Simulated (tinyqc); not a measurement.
Semiconducting tubes compared: carbon nanotube by zone folding.

Circumference C = n a1 + m a2, a = sqrt3 acc; d = a sqrt(n^2 + nm + m^2)/pi; tan(theta) = sqrt3 m/(2n + m); dR = gcd(2n + m, 2m + n); T = t1 a1 + t2 a2 with t1 = (2m + n)/dR, t2 = -(2n + m)/dR, |T| = sqrt3 pi d/dR; N = 2 (n^2 + nm + m^2)/dR hexagons a cell. On cutting line mu = 0 to N - 1 at x = k|T|/(2 pi) the phases are p1 = 2 pi (-t2 mu + m x)/N, p2 = 2 pi (t1 mu - n x)/N, and E = -/+ t |1 + exp(i p1) + exp(i p2)|.

Inputs chosen for the exercise (out of a larger set: near those used for carbon; not measured data): t = 2.78 eV (hopping); acc = 1.42 angstrom (bond length); tubes = ((16, 6), (16, 8), (9, 2), (10, 8), (15, 14), (9, 7), (14, 9)) (pairs (n, m)).

E11 and E22 are twice the two lowest band edges; the cone gives E11 d = 2 t acc and E22/E11 = 2.

Tubes:
```
(n,m)    d (angstrom)  theta (deg)  (n - m) mod 3  E11 (eV)  E22 (eV)  E11 d/(2 t acc)  E22/E11
(16,6)          15.42         15.3              1    0.5060    1.0416            0.988    2.058
(16,8)          16.57         19.1              2    0.4796    0.9347            1.007    1.949
(9,2)            7.95          9.8              1    0.9654    2.0661            0.972    2.140
(10,8)          12.23         26.3              2    0.6466    1.2707            1.001    1.965
(15,14)         19.67         28.9              1    0.4008    0.8013            0.998    1.999
(9,7)           10.88         25.9              2    0.7273    1.4229            1.002    1.956
(14,9)          15.72         22.8              2    0.5045    0.9889            1.004    1.960
```

E11 follows 1/d first. For mod 1 the scaled E11 lies below one (0.972 to 0.998) and E22/E11 on both sides of two (1.999 to 2.140). For mod 2 the scaled E11 lies above one (1.001 to 1.007) and E22/E11 below two (1.949 to 1.965). The largest departure of the scaled E11 is that of (9,2); warping acts as cos(3 theta)/d, most for thin tubes near zigzag. Below about 8 angstrom curvature, left out of zone folding, changes the gaps further.

Run: tinyqc, `OMP_NUM_THREADS=1 python tinyqc.py 1450474 1450475 out.jsonl`; Intel(R) Xeon(R) Processor @ 2.30GHz, one thread, shared host; about 0.05 s of CPU time with all checks.
